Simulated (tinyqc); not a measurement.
# Metal-interlayer-semiconductor contact, depinning against tunnelling resistance: what changes with what

Zero bias, n-type semiconductor. Gap states at the semiconductor surface thin out as exp(-be ti), which unpins the barrier; electrons must then cross the interlayer (a rectangular barrier, no voltage drop across it) and the parabolic depleted layer, both by WKB. Energies E are counted from the Fermi level; no image force, parabolic bands.

Inputs (values chosen for the exercise); semiconductor values close to those of germanium; interlayer mass of the order of that in aluminium oxide, offset chosen freely:
- T = 300 K (temperature)
- Eg = 0.676 eV (band gap)
- eps_r = 16.2 (relative permittivity)
- chi = 3.92 eV (electron affinity)
- Nc = 1.04e19 cm^-3 (conduction-band density of states at T)
- mt = 0.122 m0 (tunnelling mass in the semiconductor)
- mA = 1.09 m0 (Richardson mass)
- Nd = 7.3e19 cm^-3 (donor density)
- E0 = 0.087 eV (charge-neutrality level above the valence band)
- S0 = 0.052 (pinning factor without interlayer)
- phiM = 3.94 eV (metal work function)
- ti = 0.5 nm (interlayer thickness)
- dE = 2.5 eV (conduction-band offset of the interlayer above the semiconductor)
- mi = 0.35 m0 (tunnelling mass in the interlayer)
- be = 5.9 1/nm (decay constant of gap states through the interlayer)

Constants: q = 1.602176634e-19 C, kB = 1.380649e-23 J/K, eps0 = 8.8541878128e-12 F/m, hbar = 1.054571817e-34 J s, h = 6.62607015e-34 J s, m0 = 9.1093837015e-31 kg, Vt = kB T/q, hbar^2/(2 m0) = 0.0380998212 eV nm^2. Results are converted to the units shown.

Each table varies one quantity; the others keep the values above.

## Contact resistivity against the interlayer thickness

S = 1/(1 + (1/S0 - 1) exp(-be ti)); phiB = S (phiM - chi) + (1 - S)(Eg - E0); xi = Ec - EF deep inside, from Nd = Nc F(-xi/Vt), F(x) = (2/sqrt(pi)) int_0^infinity sqrt(u) du/(1 + exp(u - x)); band bending U = phiB - xi; E00 = (hbar/2) sqrt(Nd/(eps0 eps_r mt m0)) in volts; A = 4 pi q mA m0 kB^2/h^3. With U = phiB - xi: for xi < E < phiB, y = (E - xi)/U and G1 = (U/E00) [sqrt(1 - y) - y ln((1 + sqrt(1 - y))/sqrt(y))], G1 = 0 above phiB; G2 = 2 ti sqrt(mi max(phiB + dE - E, 0)/C), C = hbar^2/(2 m0); f = 1/(1 + exp(E/Vt)); 1/rho_c = (A T^2/Vt^2) times the integral of exp(-G1 - G2) f over E from xi upwards. Shares under 0.001 % are printed as 0; rows without band bending are left out.

The same in every row: E00/Vt = 4.36.

Result of one run:

| ti (nm) | S | phiB (eV) | rho_c (ohm cm^2) | rho_c with G2 = 0 (ohm cm^2) | peak of the integrand (eV) | share above phiB (%) |
|---|---|---|---|---|---|---|
| 0.8 | 0.860 | 0.0996 | 3.09e-6 | 1.20e-9 | -0.0252 | 1.44 |

What becomes of these results when the interlayer thickness ti is changed from 0.8 to 1.2 nm, all else the same?

Result of the changed run:

| ti (nm) | S | phiB (eV) | rho_c (ohm cm^2) | rho_c with G2 = 0 (ohm cm^2) | peak of the integrand (eV) | share above phiB (%) |
|---|---|---|---|---|---|---|
| 1.2 | 0.985 | 0.0286 | 8.76e-5 | 7.78e-10 | -0.0302 | 12.3 |

The whole series:

| ti (nm) | S | phiB (eV) | rho_c (ohm cm^2) | rho_c with G2 = 0 (ohm cm^2) | peak of the integrand (eV) | share above phiB (%) |
|---|---|---|---|---|---|---|
| 0 | 0.0520 | 0.559 | 4.14e-8 | 4.14e-8 | -0.0135 | 0 |
| 0.2 | 0.151 | 0.503 | 2.14e-7 | 2.62e-8 | -0.0137 | 0 |
| 0.4 | 0.367 | 0.380 | 6.03e-7 | 9.77e-9 | -0.0155 | 0 |
| 0.6 | 0.654 | 0.217 | 1.13e-6 | 2.77e-9 | -0.0198 | 0.0386 |
| 0.8 | 0.860 | 0.0996 | 3.09e-6 | 1.20e-9 | -0.0252 | 1.44 |
| 1 | 0.952 | 0.0471 | 1.44e-5 | 8.63e-10 | -0.0289 | 7.17 |
| 1.2 | 0.985 | 0.0286 | 8.76e-5 | 7.78e-10 | -0.0302 | 12.3 |
| 1.4 | 0.995 | 0.0227 | 5.81e-4 | 7.53e-10 | -0.0299 | 14.8 |
| 1.6 | 0.999 | 0.0208 | 0.00397 | 7.46e-10 | -0.0292 | 16.0 |

As ti goes from 0 to 1.6, phiB falls from 0.559 to 0.0208 eV and rho_c rises from 4.14e-8 to 0.00397 ohm cm^2. No thickness listed beats the bare contact: tunnelling through the layer costs more than the change of the barrier gains. The ratio of rho_c to its value with G2 = 0 runs from 1.00 to 5.31e6.

## Contact resistivity against the conduction-band offset of the interlayer above the semiconductor

Same model as above.

The same in every row: S = 0.512; phiB (eV) = 0.298; E00/Vt = 4.36; rho_c with G2 = 0 (ohm cm^2) = 5.14e-9.

Contact resistivity against the conduction-band offset of the interlayer above the semiconductor:

| dE (eV) | rho_c (ohm cm^2) | peak of the integrand (eV) | share above phiB (%) |
|---|---|---|---|
| 0 | 2.75e-8 | -0.0128 | 0.0124 |
| 0.5 | 7.86e-8 | -0.0154 | 0.00442 |
| 1 | 1.65e-7 | -0.0163 | 0.00375 |
| 1.5 | 3.03e-7 | -0.0168 | 0.00347 |
| 2 | 5.15e-7 | -0.0171 | 0.00330 |
| 2.5 | 8.28e-7 | -0.0173 | 0.00319 |
| 3 | 1.28e-6 | -0.0175 | 0.00310 |

What does the comparison show?

As dE goes from 0 to 3, phiB stays at 0.298 eV and rho_c rises from 2.75e-8 to 1.28e-6 ohm cm^2. The ratio of rho_c to its value with G2 = 0 runs from 5.35 to 249.

Range of the model: The depletion charge would drop about 0.23 V across such an interlayer (eps_r near 9) at ti = 0.5 nm and Nd = 7.3e19 cm^-3, against a band bending of 0.41 V; this model leaves that drop out.

Computed by the program tinyqc: `OMP_NUM_THREADS=1 python tinyqc.py 2270030 2270031 out.jsonl`, one thread of a shared Intel Xeon 2.30GHz, about 0.02 s for the whole run.
